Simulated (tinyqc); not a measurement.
# Hole mobility in a silicon inversion layer, empirical terms and Matthiessen rule: effect of the body doping

Inversion layer of sheet density Ns on a uniformly doped body. The mobility terms are empirical power laws with prefactors chosen for the exercise; adding their inverses (Matthiessen) is itself an approximation.

ni = sqrt(Nc Nv) exp(-Eg/(2 Vt)), Eg in volts; Ndep = sqrt(2 eps0 eps_r Nb (2 Vt ln(Nb/ni) + Vsb)/q); E = q (Ndep + eta Ns)/(eps0 eps_r), in MV/cm. With t = T/(300 K): muC = Ac (Ns/1e12 cm^-2) t/(Nb/1e17 cm^-3 + Nit/1e11 cm^-2), muP = Ap E^(-1/3) t^(-1.75), muS = As E^(-gs); 1/mu is the sum of the inverses.

Inputs (values chosen for the exercise); material values close to those of silicon: temperature T = 300 K; band gap Eg = 1.11 eV; relative permittivity of the semiconductor eps_r = 11.8; conduction-band density of states at T Nc = 2.82e19 cm^-3; valence-band density of states at T Nv = 2.69e19 cm^-3; reverse body bias Vsb = 0 V; weight of the inversion charge in the effective field eta = 0.3333; phonon-limited mobility at 1 MV/cm and 300 K Ap = 140 cm^2/(V s); roughness-limited mobility at 1 MV/cm As = 511 cm^2/(V s); exponent of the roughness term gs = 1.3; Coulomb prefactor Ac = 1600 cm^2/(V s); charge at the interface Nit = 1e12 cm^-2; inversion density Ns = 9.6e12 cm^-2.

Constants: q = 1.602176634e-19 C, kB = 1.380649e-23 J/K, Vt = kB T/q, eps0 = 8.8541878128e-14 F/cm where lengths are in cm. Results are converted to the units shown.

Results:
```
Nb (cm^-3),E (MV/cm),muC (cm^2/(V s)),muP (cm^2/(V s)),muS (cm^2/(V s)),mu (cm^2/(V s))
2e16,0.55787,1505.9,170.07,1091.3,134.04
4.4e16,0.59307,1471.3,166.63,1007.8,130.32
9.7e16,0.64666,1400.2,161.90,900.63,124.98
2.1e17,0.72572,1269.4,155.79,775.21,117.69
1e18,1.0272,768.00,138.75,493.49,94.917
2.3e18,1.3228,465.45,127.54,355.21,78.096
5e18,1.7424,256.00,116.34,248.27,60.498
```

Estimate the missing row, Nb = 4.7e17 cm^-3.

Computed row:
```
Nb (cm^-3),E (MV/cm),muC (cm^2/(V s)),muP (cm^2/(V s)),muS (cm^2/(V s)),mu (cm^2/(V s))
4.7e17,0.85076,1044.9,147.75,630.48,107.40
```

With this row back in the table: As Nb goes from 2e16 to 5e18 cm^-3, E rises from 0.558 to 1.74 MV/cm and mu falls from 134 to 60.5 cm^2/(V s). The phonon term is the smallest in the first and the last row. At Nb = 5e18 cm^-3 E passes 1.5 MV/cm, beyond the usual range of such laws.

Numbers from tinyqc (`OMP_NUM_THREADS=1 python tinyqc.py 2510073 2510074 out.jsonl`; about 0.01 s on one thread of a shared Intel Xeon 2.30GHz).
